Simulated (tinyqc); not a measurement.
Changing the half width of a debonded strip w: thermal stress, cracking, delamination and buckling of a thin film; Griffith cracks and misfitting inclusions. Computed by tinyqc, a small Python program. Command: `OMP_NUM_THREADS=1 python tinyqc.py 3012818 3012819 out.jsonl filmcrack sweep`. One thread of a shared host (Intel(R) Xeon(R) Processor @ 2.30GHz), about 0.01 s of CPU time with the checks.

Isotropic linear elasticity; the substrate is much thicker than the film; stress is positive in tension.

Inputs (values chosen for the exercise, for a model film):

| quantity | value | unit |
|---|---|---|
| film Young's modulus E | 198 | GPa |
| film Poisson ratio nu | 0.19 | - |
| film expansion alpha_f | 4 | 1e-6/K |
| substrate expansion alpha_s | 3.3 | 1e-6/K |
| deposition temperature T_d | 1325 | K |
| final temperature T | 300 | K |
| intrinsic stress | -710 | MPa |
| film thickness h | 0.28 | micrometre |

Method. Thermal strain = (alpha_f - alpha_s)(T_d - T); stress = E/(1 - nu) x strain + intrinsic stress; plane-strain modulus Ebar = E/(1 - nu^2); G0 = stress^2 h/(2 Ebar) is the energy freed per area when a long strip loses its stress across its width. A strip of half width w clamped at both edges buckles at sigma_c = (pi^2/12) Ebar (h/w)^2. Above it: height = h sqrt((4/3)(|s|/sigma_c - 1)), driving force at the edges G = G0 (1 - sigma_c/|s|)(1 + 3 sigma_c/|s|); below it both are 0. The smallest strip that buckles has w0 = pi h sqrt(Ebar/(12 |s|)).

One run for each value:

| half width of a debonded strip w (micrometre) | driving force at the edges (J/m^2) | blister height (micrometre) | buckling stress sigma_c (MPa) |
|---|---|---|---|
| 0.84 | 0.0000 | 0.000 | 1.877e+04 |
| 1.30 | 0.0000 | 0.000 | 7.838e+03 |
| 2.10 | 0.0000 | 0.000 | 3.004e+03 |
| 3.40 | 0.0000 | 0.000 | 1.146e+03 |
| 5.40 | 0.1039 | 0.136 | 4.542e+02 |
| 8.70 | 0.2597 | 0.463 | 1.750e+02 |
| 14.00 | 0.2347 | 0.850 | 6.758e+01 |
| 22.00 | 0.2132 | 1.392 | 2.737e+01 |
| 35.00 | 0.2024 | 2.250 | 1.081e+01 |
| 56.00 | 0.1978 | 3.623 | 4.224e+00 |

What does the table show, and why?

Over the rows, driving force at the edges (J/m^2) goes from 0 through a maximum among these rows, 0.260 at 8.70, to 0.198; blister height (micrometre) rises from 0 to 3.62, flat over part of the range; buckling stress sigma_c (MPa) falls from 18800 to 4.22 (exponent d ln y / d ln x about -2.0 throughout). G is zero until the strip buckles, peaks at 4/3 G0 where w = sqrt(3) w0, and sinks back towards G0 for wide strips.

Caution (rows 0.840, 1.30): a strip this narrow against its thickness is outside thin-plate theory, so sigma_c is only formal.

Extremes, crossings and ranges named in words are read from the listed rows.
